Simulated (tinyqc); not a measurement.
What moves the results: sp3s* tight binding with spin-orbit coupling. A value that a table varies takes the place of the one given here.

sp3s* tight binding, nearest neighbours only: anion (a) at 0, cation (c) at a/4 (1,1,1), orbitals s, px, py, pz, s* on each; k in units of 2 pi/a. With phases e_j = exp(i (pi/2) k.n_j) for n = (1,1,1), (1,-1,-1), (-1,1,-1), (-1,-1,1): g0 = (e1+e2+e3+e4)/4, g1 = (e1+e2-e3-e4)/4, g2 = (e1-e2+e3-e4)/4, g3 = (e1-e2-e3+e4)/4. The diagonal holds the levels Esa, Epa, Exa (s*) and Esc, Epc, Exc. Anion-cation block: <sa|sc> = Vss g0; <sa|xc> = Vsapc g1; <xa|sc> = -Vscpa g1; <xa|xc> = Vxx g0; <xa|yc> = <ya|xc> = Vxy g3, <xa|zc> = <za|xc> = Vxy g2, <ya|zc> = <za|yc> = Vxy g1; <s*a|xc> = Vxapc g1; <xa|s*c> = -Vpaxc g1; y and z take g2 and g3 in place of g1; s-s* and s*-s* vanish.

Spin-orbit coupling acts within the p shell of each atom as (D/3) L.sigma, D = Da or Dc: it puts four states at Ep + D/3 and two at Ep - 2D/3.

Inputs chosen for the exercise (near a published set for Si, fitted to gaps, whose masses and valley positions are rough; spin-orbit coupling, where it is added without a refit, lifts the valence top and shrinks all gaps by about a third of the splitting; not measured data): Esa = -4.199 eV (s level of the anion); Epa = 1.715 eV (p level of the anion); Esc = -4.199 eV (s level of the cation); Epc = 1.715 eV (p level of the cation); Exa = 6.666 eV (s* level of the anion); Exc = 6.666 eV (s* level of the cation); Vss = -8.237 eV (s-s); Vxx = 1.728 eV (px-px); Vxy = 4.597 eV (px-py); Vsapc = 5.683 eV (s anion, p cation); Vscpa = 5.683 eV (s cation, p anion); Vxapc = 5.373 eV (s* anion, p cation); Vpaxc = 5.373 eV (p anion, s* cation); Da = 0.044 eV (atomic spin-orbit splitting, anion); Dc = 0.044 eV (the same, cation); eta = 3 (scaling exponent); D001 = 0.75 (ratio -ezz/exx).

## What the s* orbital does

The s* couplings Vxapc and Vpaxc are scaled by f; f = 0 is the plain sp3 model. Gaps from the top of the valence band at Gamma; the Delta value is the minimum on (x,0,0), 0.5 <= x <= 1.

Gaps (eV):
```
f      Gamma   Delta       L  x of the minimum
0.00  3.4120  4.0798  3.9649             0.500
0.25  3.4120  3.7900  3.7809             0.500
0.50  3.4120  3.1273  3.3653             0.570
0.75  3.4120  2.1675  2.8928             0.703
0.90  3.4120  1.5555  2.6177             0.727
1.00  3.4120  1.1475  2.4431             0.735
1.10  3.4120  0.7426  2.0723             0.739
```

The gap at Gamma stays, since g1 to g3 vanish there. From f = 0 to 1 the s* levels lower the Delta value by 2.932 eV and L by 1.522 eV. For f = 0 and 0.25 the least value lies at x = 0.5, the end of the range: any valley further out lies above that value until s* has lowered it enough. The lowest of the three is Gamma at f = 0 and the Delta line at f = 1.

## Hydrostatic strain (sp3s* tight binding with spin-orbit coupling, strained)

Strain e moves each bond vector to d = (1 + e) d0 (no internal displacement for the diagonal strains used here) and k is given in fractions of the strained reciprocal cell, so the phases stay. Two-centre values Vss_sigma = Vss/4, Vsp_sigma = sqrt3 V/4 for each s-p and s*-p pair, Vpp_sigma = (Vxx + 2 Vxy)/4, Vpp_pi = (Vxx - Vxy)/4 are scaled by (d0/d)^eta and combined with the new direction cosines; the levels on the diagonal stay.

exx = eyy = ezz = e. Gaps as measured from the top of the valence band; the deformation potentials are (gap(0.01) - gap(-0.01))/0.06.

Gaps (eV):
```
e       Gamma   Delta       L  x of the minimum
-0.03  3.7427  1.1742  2.5370             0.719
-0.02  3.6279  1.1659  2.5231             0.724
-0.01  3.5178  1.1570  2.5089             0.729
0.00   3.4120  1.1475  2.4431             0.735
0.01   3.3104  1.1376  2.2901             0.740
0.02   3.2127  1.1273  2.1427             0.746
0.03   3.1187  1.1165  2.0009             0.752
```

gap deformation potentials (eV): Gamma -3.457, Delta -0.322, L -3.647

Per unit of volume strain the gaps move by -3.46 (Gamma), -0.32 (Delta) and -3.65 eV (L). The lowest valley stays the Delta line over the range. These potentials follow from the one exponent eta, which fitted models replace by one for each integral; with it the sizes are rough, the sign for Delta can be wrong (in Si, Ge and the III-V crystals measured values are small and positive), and the pressures at which valleys cross, and which valley takes over, are rough too. A gap of zero, where one is listed, marks an s level that has sunk below the valence top.

## Biaxial strain splits the top of the valence band (sp3s* tight binding, strained)

No spin-orbit coupling; k = 0; exx = eyy = e, ezz = -D001 e. The four bonds keep equal lengths, and the sums over them give Vxx(e) for px and py and Vzz(e) for pz; each level is the lower root of [[Epa, V], [V, Epc]], and the s level the upper root of the s block. The shear potential b follows from E(x,y) - E(z) = 3 b (exx - ezz), taken as the slope between e = -0.005 and 0.005.

Couplings and levels at Gamma (eV):
```
e           ezz  Vxx(e)  Vzz(e)   E(x,y)     E(z)  E(x,y) - E(z) (meV)  upper s level
-0.020   0.0150  1.6597  1.9942   0.0553  -0.2792                334.5         4.2439
-0.010   0.0075  1.6949  1.8590   0.0201  -0.1440                164.1         4.1410
-0.005   0.0037  1.7117  1.7930   0.0033  -0.0780                 81.2         4.0895
0.005   -0.0037  1.7438  1.6641  -0.0288   0.0509                -79.7         3.9865
0.010   -0.0075  1.7590  1.6012  -0.0440   0.1138               -157.8         3.9351
0.020   -0.0150  1.7879  1.4786  -0.0729   0.2364               -309.3         3.8322
```

b = -3.065 eV

Under tension in the plane (e > 0) the bonds tilt towards the plane, Vxx grows to 1.7590 and Vzz falls to 1.6012 eV at e = 0.01, and the pz state forms the top of the valence band, by 157.8 meV; under compression (e = -0.01) the px, py pair does, by 164.1 meV. The slope gives b = -3.06 eV, a rough value, since on-site strain terms are left out (measured values lie near -2 eV).

## What each parameter does

Gaps from the top of the valence band at Gamma; Delta is the minimum on (x,0,0), 0.5 <= x <= 1. A change on one sublattice alone makes the two atoms unequal. Each row changes one parameter from the base and keeps the others.

Results:
```
case              Ev (eV)  gap Gamma (eV)  gap Delta (eV)  gap L (eV)
base               0.0017          3.4120          1.1475      2.4431
Vss = -8.537 eV    0.0017          3.4120          1.1275      2.4817
Epa = 1.515 eV    -0.1012          3.4178          1.2032      2.5135
Exc = 6.366 eV     0.0017          3.4120          1.0894      2.3650
Vpaxc = 5.673 eV   0.0017          3.4120          1.0296      2.3114
Vscpa = 5.383 eV   0.0017          3.4120          1.0649      2.3088
Exa = 6.866 eV     0.0017          3.4120          1.1832      2.4522
```

The largest shifts from the base row, up to three for each result and ties (the steps differ in size, so this ranks the rows, not the parameters). Ev (eV): Epa -0.1029; unchanged at the printed digits by Vss, Exc, Vpaxc, Vscpa and Exa. gap Gamma (eV): Epa +0.0058; unchanged at the printed digits by Vss, Exc, Vpaxc, Vscpa and Exa. gap Delta (eV): Vpaxc -0.1179, Vscpa -0.0827, Exc -0.0582. gap L (eV): Vscpa -0.1342, Vpaxc -0.1317, Exc -0.0781. Exc, Vpaxc, Vscpa and Exa cannot move Ev or the gap at Gamma, whose blocks do not hold them; s parameters never move Ev, and move the gap only where the lowest empty level at Gamma is s-like.

Run: tinyqc, `OMP_NUM_THREADS=1 python tinyqc.py 1451911 1451912 out.jsonl`; Intel(R) Xeon(R) Processor @ 2.30GHz, one thread, shared host; about 0.1 s of CPU time with all checks.
